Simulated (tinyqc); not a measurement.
# Thin-body transistor below threshold, two-dimensional Poisson equation on a small mesh: what changes with what

A thin body on a thick buried insulator of low permittivity, taken as carrying no normal field at the bottom of the body (row 0). Mobile charge is neglected (subthreshold), the body is fully depleted, and potentials are counted from the intrinsic level; rows run upward to the gate, columns from source to drain.

Values chosen for this exercise; semiconductor permittivity close to that of germanium:
```
symbol   value   unit                                     meaning
T          400      K                                 temperature
eps_r     16.3         relative permittivity of the semiconductor
eox        7.5             relative permittivity of the insulator
tb           8     nm                              body thickness
tox        1.8     nm                         insulator thickness
L           48     nm                              channel length
Na      3.1e17  cm^-3       acceptor density of the depleted body
Vbi       0.55      V                     potential of the source
Vfb      -0.09      V                                 gate offset
Vg         0.1      V                                gate voltage
Vd           1      V                               drain voltage
```

Constants: q = 1.602176634e-19 C, kB = 1.380649e-23 J/K, Vt = kB T/q, eps0 = 8.8541878128e-14 F/cm where lengths are in cm. Results are converted to the units shown.

Each table varies one quantity; the others keep the values above.

## Effect of the drain voltage

Mesh: rows i = 0..12 in the semiconductor (step hs = tb/12, row 12 on the interface), then 8 step(s) ho = tox/8 up to the gate row 20; columns j = 0..80 (step hy = L/80). Box integration, divided by eps0: up_i = eps hy/h of the interval above row i, dn_i = that of the interval below (0 for row 0), lat_i = (sum of eps h/2 over the intervals above and below)/hy, s_i = -q Na w_i hy/eps0 with w_i the semiconductor height of the box (hs/2 for row 0 and the interface row, hs between, 0 in the insulator). Each free node obeys (up + dn + 2 lat) psi = up psi(above) + dn psi(below) + lat [psi(left) + psi(right)] + s. Fixed values: gate row Vg - Vfb; column 0 at Vbi and the last column at Vbi + Vd in the semiconductor, each running linearly to Vg - Vfb across the insulator. The system is solved directly. On row 0 the minimum of psi and its place come from a parabola through the three lowest nodes; barrier = Vbi - minimum, swing = Vt ln 10/(d psi/dVg), DIBL = (d psi/dVd)/(d psi/dVg) there. Lambda = pi/k with k the smallest positive root of tan(k tox) tan(k tb) = eox/eps_r.

Effect of the drain voltage:
```
Vd (V)  L/Lambda  barrier (V)  place y/L  swing (mV/decade)  DIBL (mV/V)
0.05       2.058       0.3440     0.4904              87.60        48.60
0.25       2.058       0.3361     0.4606              87.88        40.19
0.45       2.058       0.3293     0.4391              88.29        35.12
0.65       2.058       0.3233     0.4223              88.76        31.64
0.85       2.058       0.3179     0.4085              89.24        29.07
1.05       2.058       0.3130     0.3967              89.72        27.06
```

As Vd goes from 0.05 to 1.05 V, the barrier falls from 0.344 to 0.313 V, the swing rises from 87.6 to 89.7 mV a decade and DIBL falls from 48.6 to 27.1 mV/V; the ideal swing is 79.4. The barrier top moves from y/L = 0.490 to 0.397, towards the source.

## Effect of the acceptor density of the depleted body

Same model as above.

Effect of the acceptor density of the depleted body:
```
Na (cm^-3)  L/Lambda  barrier (V)  place y/L  swing (mV/decade)  DIBL (mV/V)
0              2.058       0.2945     0.3966              89.73        27.05
5e17           2.058       0.3262     0.4012              89.53        27.80
1e18           2.058       0.3580     0.4053              89.36        28.51
2e18           2.058       0.4216     0.4125              89.09        29.79
3e18           2.058       0.4854     0.4186              88.88        30.92
5e18           2.058       0.6133     0.4283              88.58        32.85
```

As Na goes from 0 to 5e18 cm^-3, the barrier rises from 0.295 to 0.613 V, the swing falls from 89.7 to 88.6 mV a decade and DIBL rises from 27.0 to 32.8 mV/V; the ideal swing is 79.4. The barrier top moves from y/L = 0.397 to 0.428, towards the middle.

## Effect of the body thickness

Same model as above.

Effect of the body thickness:
```
tb (nm)  L/Lambda  barrier (V)  place y/L  swing (mV/decade)  DIBL (mV/V)
3.2         3.712       0.3614     0.4434              80.01        1.715
4.2         3.156       0.3573     0.4337              80.95        4.232
5.6         2.628       0.3462     0.4208              83.17        10.19
7.4         2.175       0.3235     0.4048              87.67        22.33
9.7         1.789       0.2842     0.3844              96.30        45.37
13          1.430       0.2181     0.3535              115.3        93.27
```

Read the table: what changes, and by how much?

As tb goes from 3.2 to 13 nm, the barrier falls from 0.361 to 0.218 V, the swing rises from 80.0 to 115 mV a decade and DIBL rises from 1.71 to 93.3 mV/V; the ideal swing is 79.4. L/Lambda goes from 3.7 to 1.4. For tb = 3.2 to 4.2 nm the body is under 5 nm thick, where quantum confinement matters.

Numbers from tinyqc (`OMP_NUM_THREADS=1 python tinyqc.py 2480057 2480058 out.jsonl`; about 0.09 s on one thread of a shared Intel Xeon 2.30GHz).
